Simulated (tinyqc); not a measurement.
# Chemically amplified photoresist: aerial image, acid generation, bake, development and line width, step by step

A worked calculation. Computed by tinyqc, a small Python program that keeps every step. Command: `OMP_NUM_THREADS=1 python tinyqc.py 3005059 3005060 out.jsonl resist walk`. One thread of a shared host (Intel(R) Xeon(R) Processor @ 2.30GHz), about 0.02 s of CPU time with the checks. Intermediate numbers are printed to about 7 digits and carried at full precision; extremes and crossings named in words are read from the listed rows.

Lines and spaces of pitch p with a two-beam-like image; x = 0 is the middle of the bright space. The resist is positive and treated as uniform in depth.

Inputs (values chosen for the exercise, for a model resist at 248 nm): pitch p = 370 nm; image contrast c = 0.7; mean dose E = 12 mJ/cm^2; Dill parameter C = 0.02 cm^2/mJ; quencher load q, relative to the acid generator = 0.13; acid diffusivity D = 21 nm^2/s; bake time t = 60 s; amplification rate k_amp = 0.036 1/s; threshold protection m_th = 0.53; development selectivity n = 3; largest rate r_max = 620 nm/s; smallest rate r_min = 0.1 nm/s; resist thickness d = 280 nm; development time t_d = 30 s; photon energy = 5 eV; absorption coefficient alpha = 0.5 1/um.

## Acid image and its blur

Dose E(x) = E [1 + c cos(2 pi x/p)]; acid h = 1 - exp(-C E(x)). Bake: the acid image is blurred by a Gaussian of variance sigma^2 = 2 D t (each Fourier term k of h, taken on 64 points, is multiplied by exp(-4 pi^2 k^2 D t/p^2)). Cosine coefficients: h(x) = sum_k h_k cos(2 pi k x/p).

diffusion length sigma = sqrt(2 D t) = 50.19960 nm

h_0 to h_4 before the bake: [0.2078119, 0.1326203, -0.0055635, 0.0001557, -0.0000033]

h_0 to h_4 after the blur: [0.2078119, 0.0922164, -0.0013006, 0.0000059, 0.0000000]

blur factor of the first harmonic = 0.6953420

sigma/p = 0.136; the blur keeps 70 % of the modulation.

## From image to dissolution rate

The quencher then removes q, h_eff = max(h_blurred - q, 0); protection m = exp(-k_amp t h_eff). Mack rate r = r_max (a + 1)(1 - m)^n/(a + (1 - m)^n) + r_min, a = ((n + 1)/(n - 1))(1 - m_th)^n.

Across half a pitch:
```
x/p   x (nm)  dose (mJ/cm^2)  blurred acid  protection m   rate (nm/s)
0.00     0.0        20.40000     0.2987337      0.694568  9.044523e+01
0.05    18.5        19.98887     0.2944662      0.701000  8.549435e+01
0.10    37.0        18.79574     0.2820128      0.720113  7.160946e+01
0.15    55.5        16.93740     0.2624117      0.751256  5.176711e+01
0.20    74.0        14.59574     0.2373558      0.793035  3.075802e+01
0.25    92.5        12.00000     0.2091125      0.842920  1.381946e+01
0.30   111.0         9.40426     0.1803724      0.896906  4.030293e+00
0.35   129.5         7.06260     0.1540160      0.949448  5.655347e-01
0.40   148.0         5.20426     0.1328071      0.993955  1.007966e-01
0.45   166.5         4.01113     0.1190532      1.000000  1.000000e-01
0.50   185.0         3.60000     0.1142889      1.000000  1.000000e-01
```

The dose varies by a factor 5.67 across the pattern and the rate by 904.

## Space width and dose latitude

Edge: vertical development clears the film where r t_d >= d; the space width is twice the x where r = d/t_d. Dose sensitivity = d ln(width)/d ln E from widths at 1.005 E and E/1.005; image log-slope at the edge = |d ln E/dx|, normalised by the width (NILS); latitude for 10 % of width = 10 %/sensitivity.

space width = 198.6505 nm

dose sensitivity = 1.113026

NILS = 2.552135

dose latitude = 8.984518 %

At the same width a resist without blur would give a sensitivity 2/NILS = 0.784; the blur multiplies it by 1.42. Caution: lateral development, standing waves and the joint diffusion of acid and quencher are left out, so widths are indicative.

## Photon statistics at the edge

The edge lies at x = width/2. Absorbed photons per volume N = E(edge) alpha/(photon energy), 1 mJ/cm^2 = 62.41509 eV/nm^2, alpha in 1/nm; a Gaussian blur averages over a volume V = (2 sqrt(pi) sigma)^3; relative noise 1/sqrt(N V); edge noise sigma_x = (dh/d ln E) noise/|dh/dx|, with both derivatives of the blurred acid at the edge.

absorbed photons N = 0.06883502 1/nm^3

photons in the blur volume = 387904.7

edge noise from photons = 0.1774951 nm

Caution: the noise counts photons alone (acid and quencher statistics add to it) and takes the film as thicker than the blur; a thinner film averages in two dimensions only.

## Blur against noise

For each sigma the edge is held at x = p/4; N is taken at the mean dose; edge noise = (dh/d ln E)/(sqrt(N V) |dh/dx|), both derivatives taken of the blurred acid, V = (2 sqrt(pi) sigma)^3, N = E alpha/(photon energy), 1 mJ/cm^2 = 62.41509 eV/nm^2.

Trade-off:
```
sigma/p  sigma (nm)  blur factor  photons in V  edge noise (nm)
0.02            7.4    0.9921354  1.352013e+03         2.301809
0.04           14.8    0.9689108  1.081610e+04         0.829059
0.07           25.9    0.9078082  5.796755e+04         0.377770
0.10           37.0    0.8208687  1.690016e+05         0.241550
0.14           51.8    0.6791668  4.637404e+05         0.173869
0.18           66.6    0.5275296  9.856173e+05         0.152398
0.22           81.4    0.3846668  1.799529e+06         0.154201
0.27           99.9    0.2371676  3.326458e+06         0.183763
0.33          122.1    0.1165308  6.073410e+06         0.276743
```

The noise is least near sigma/p = 0.18 among these rows. More diffusion averages over more photons (noise falls as sigma^(-3/2)) until it erases the image slope (factor exp(-2 pi^2 sigma^2/p^2)); for a pure cosine the two balance at sigma/p = sqrt(3/8)/pi = 0.195. Caution: for a film thinner than the blur the noise falls as 1/sigma only, and the optimum moves to sigma/p = 1/(2 pi) = 0.159.

Checks made by the program: sensitivity 2/NILS in the limit of no diffusion (relative difference 1e-06).
